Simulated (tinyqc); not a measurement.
Worked calculation: coherent transport through a tight-binding region between two chains. Computed by tinyqc, a small Python program that keeps every step. Settings: temperature = 4, mu = -0.21. Command: `OMP_NUM_THREADS=1 python tinyqc.py 31026 31027 out.jsonl` (the two numbers bound the seeds that draw the settings). One thread of a shared host (Intel(R) Xeon(R) Processor @ 2.60GHz), about 0.08 s of CPU time with the checks.

## Transmission at E = -0.3 eV

H of the central region (eV), lower triangle:
```
,1,2,3,4,5
1,0.0000
2,-0.3700,0.3600
3,0.0000,-0.4400,0.3600
4,0.0000,0.0000,-1.2800,0.3600
5,0.0000,0.0000,0.0000,-1.6100,0.0000
```

Leads: semi-infinite chains with site energy 0:
```
parameter,value
lead hopping t (eV),2.330000
coupling to the left lead (eV),1.020000
coupling to the right lead (eV),0.680000
left contact site,1
right contact site,5
```

E = -0.3000 eV

Surface Green function g = (E - i sqrt(4 t^2 - E^2)) / (2 t^2); self-energy tc^2 g on each contact site; G = (E - H - Sigma)^(-1); Gamma = -2 Im Sigma; T = Gamma_L Gamma_R |G_LR|^2; local density of states -Im G_ii / pi.

g = -0.0276-0.4283i 1/eV

G (1/eV), lower triangle:
```
,1,2,3,4,5
1,0.1728-2.1023i
2,0.2976-1.7493i,-1.8885-1.6408i
3,0.3011-0.8561i,-0.8103-0.9902i,-1.4686-0.7654i
4,0.0530+0.1599i,0.2314+0.0534i,0.3025-0.0543i,0.0765-0.0464i
5,-0.2177+0.7462i,0.7390+0.8092i,1.2916+0.5863i,0.4119+0.0242i,-0.8580-0.4562i
```

local density of states (1/eV): 0.6692  0.5223  0.2436  0.0148  0.1452

transmission = 0.2133

## Transmission across the band

The same steps on a grid of energies.

T(E):
```
E (eV),T
-4.427000,1.81e-09
-3.984300,1.53e-08
-3.541600,8.71e-08
-3.098900,5.30e-07
-2.656200,4.40e-06
-2.213500,8.33e-05
-1.770800,0.0040
-1.328100,0.0012
-0.885400,0.0040
-0.442700,0.0659
0.000000,0.8601
0.442700,0.2800
0.885400,0.1145
1.328100,0.0031
1.770800,0.0008
2.213500,0.0017
2.656200,9.70e-05
3.098900,3.91e-06
3.541600,4.12e-07
3.984300,5.58e-08
4.427000,5.53e-09
```

levels of the isolated region (eV): -1.8333  -0.3068  0.1292  0.7512  2.3398

## Current

I = (2e/h) int T(E) [f(E - mu - V/2) - f(E - mu + V/2)] dE at 4 K with mu = -0.21 eV, the bias not changing H; 2e^2/h = 77.48092 microsiemens; the integral runs over the band on 4001 points.

Current:
```
V (volt),I (microampere)
0.0100,0.3198
0.0500,1.5708
0.1000,3.1759
0.2000,6.4478
0.4000,13.5283
0.8000,25.7913
```
